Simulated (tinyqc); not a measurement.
Global model of a low-pressure process discharge: electron temperature, density, ion flux and ion energy: one step, computed by the program tinyqc.

Maxwellian electrons with temperature T_e in eV, one positive ion, no negative ions, uniform bulk density n; rate constants have the Arrhenius form.

Question. Geometry factors. n_g = p/(k_B T_g); lambda_i = 1/(n_g sigma); h_L = 0.86/sqrt(3 + L/(2 lambda_i)), h_R = 0.8/sqrt(4 + R/lambda_i); A_eff = 2 pi R^2 h_L + 2 pi R L h_R; d_eff = pi R^2 L/A_eff.

Inputs (values chosen for the exercise, of the order of those of an inductive discharge in a simple atomic gas):
```
quantity                     value  unit
ion-neutral cross section  1.2e-18   m^2
pressure p                    0.15    Pa
gas temperature T_g            600     K
radius R                        23    cm
height L                        13    cm
```

Constants: k_B = 1.380649e-23 J/K.

Give: gas density n_g; ion mean free path; h_L; h_R; A_eff; d_eff.

Answer.

gas density n_g = 1.811e+19 1/m^3

ion mean free path = 4.602 cm

h_L = 0.4094

h_R = 0.2667

A_eff = 1862 cm^2

d_eff = 11.60 cm
